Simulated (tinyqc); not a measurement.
Precursor delivery by bubblers, mass-transport growth and the solid composition of a III-V alloy: one step, computed by the program tinyqc. Command: `OMP_NUM_THREADS=1 python tinyqc.py 3013942 3013943 out.jsonl movpe_thermo walk`. One thread of a shared host (Intel(R) Xeon(R) Processor @ 2.30GHz), about 0.01 s of CPU time with the checks.

1 sccm = 44.615 micromol/min; 1 torr = 133.322 Pa. The sources decompose fully at the surface.

Question. Partial pressures in the reactor. p_i = p n_i/(44615 F_t), F_t in slm; p_V = p F_V/(1000 F_t), counted per molecule supplied; V/III = 44.615 F_V/(n1 + n2); vapour fraction of source 2 = n2/(n1 + n2).

Inputs (values chosen for the exercise, modelled on trimethylgallium (source 1) and trimethylindium (source 2) for the vapour pressures):
```
quantity             value  unit
bath temperature T1    279     K
bath temperature T2    302     K
total flow F_t          23   slm
group-V flow F_V        26  sccm
reactor pressure p      40  torr
```

molar flow 1 = 85.39887 micromol/min

molar flow 2 = 16.59180 micromol/min

Give: p_1; p_2; p_V; V/III ratio; vapour fraction of source 2.

Answer.

p_1 = 0.003329 torr

p_2 = 6.468e-04 torr

p_V = 0.04522 torr

V/III ratio = 11.37

vapour fraction of source 2 = 0.1627

Caution: so low a V/III ratio is near the limit of smooth growth.
